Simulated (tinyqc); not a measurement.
Fully depleted semiconductor-on-insulator film with two gates, non-linear Poisson equation by Newton steps: charge against front-gate voltage.

One dimension across the film, front interface at x = 0, back interface at x = ts. psi is counted from the intrinsic level, n = ni exp(psi/Vt) (source grounded), holes neglected, acceptors ionised. Gates act through Cox = eps0 eox/tox and Cbox = 3.9 eps0/tb with potentials G1 = Vg - (phiM - chi - Vt ln(Nc/ni)) and G2 = Vb - (phiB - chi - Vt ln(Nc/ni)). Classical Boltzmann densities, no interface charge, no depletion in the back plane.

ni = sqrt(Nc Nv) exp(-Eg/(2 Vt)), Eg in volts. The Poisson equation eps0 eps_r d2psi/dx2 = q (n + Na), with -eps0 eps_r dpsi/dx = Cox (G1 - psi) at x = 0 and eps0 eps_r dpsi/dx = Cbox (G2 - psi) at x = ts, is solved on 300 equal intervals with half boxes at both ends; N_inv is the trapezoid sum of n. Swing = ln 10/(d ln N_inv/dVg); the last column is (dN_inv/dVb)/(dN_inv/dVg).

Inputs (values chosen for the exercise); band and dielectric values close to those of In0.53Ga0.47As:
- T = 250 K (temperature)
- Eg = 0.742 eV (band gap)
- eps_r = 14 (relative permittivity)
- Nc = 1.61e17 cm^-3 (conduction-band density of states at T)
- Nv = 5.96e18 cm^-3 (valence-band density of states at T)
- chi = 4.55 eV (electron affinity)
- eox = 7.45 (relative permittivity of the gate insulator (close to silicon nitride))
- tox = 2.1 nm (insulator thickness)
- ts = 9.4 nm (film thickness)
- tb = 130 nm (buried-oxide thickness (eps_r 3.9))
- Na = 1e15 cm^-3 (acceptor density of the film)
- phiM = 5.07 eV (work function of the front gate)
- phiB = 5.05 eV (work function of the back plane)
- Vb = 1.6 V (back-gate voltage)

Constants: q = 1.602176634e-19 C, kB = 1.380649e-23 J/K, Vt = kB T/q, eps0 = 8.8541878128e-14 F/cm where lengths are in cm. Results are converted to the units shown.

Charge against front-gate voltage:
```
Vg (V)	psi front (V)	psi back (V)	N_inv (cm^-2)	centroid/ts	swing (mV/decade)	q dN_inv/dVg over Cox	back/front leverage
0.1	-0.0755	-0.0457	1.98e3	0.611	50.6	4.60e-9	0.0206
0.25	0.0733	0.100	1.82e6	0.601	50.6	4.23e-6	0.0204
0.4	0.222	0.246	1.66e9	0.590	51.0	0.00383	0.0202
0.55	0.353	0.354	3.50e11	0.501	120	0.343	0.0169
0.7	0.422	0.372	1.95e12	0.301	329	0.694	0.0116
0.85	0.456	0.375	4.22e12	0.199	597	0.830	0.0100
1	0.476	0.376	6.75e12	0.148	894	0.887	0.00941
1.15	0.491	0.377	9.41e12	0.118	1.21e3	0.917	0.00913
1.3	0.502	0.377	1.21e13	0.0991	1.53e3	0.935	0.00897
```

N_inv passes 1e11 cm^-2 at Vg = 0.500 V. The swing starts at 50.6 mV a decade, against (1 + k) Vt ln 10 = 50.0 for a front channel with k = Cs Cbox/(Cox (Cs + Cbox)) = 0.00829, Cs = eps0 eps_r/ts; above threshold this column is no longer a subthreshold swing. The centroid falls from 0.611 to 0.0991 of ts and the leverage of the back gate falls from 0.0206 to 0.00897. For Vg = 0.55, 0.7, 0.85, 1, 1.15, 1.3 the density at an interface exceeds 0.3 Nc, where Boltzmann statistics fail. For Vg = 0.7, 0.85, 1, 1.15, 1.3 the classical centroid lies within 3 nm of an interface, where confinement, left out, would push it away.

Computed by the program tinyqc: `OMP_NUM_THREADS=1 python tinyqc.py 2190173 2190174 out.jsonl`, one thread of a shared Intel Xeon 2.30GHz, about 0.4 s for the whole run.
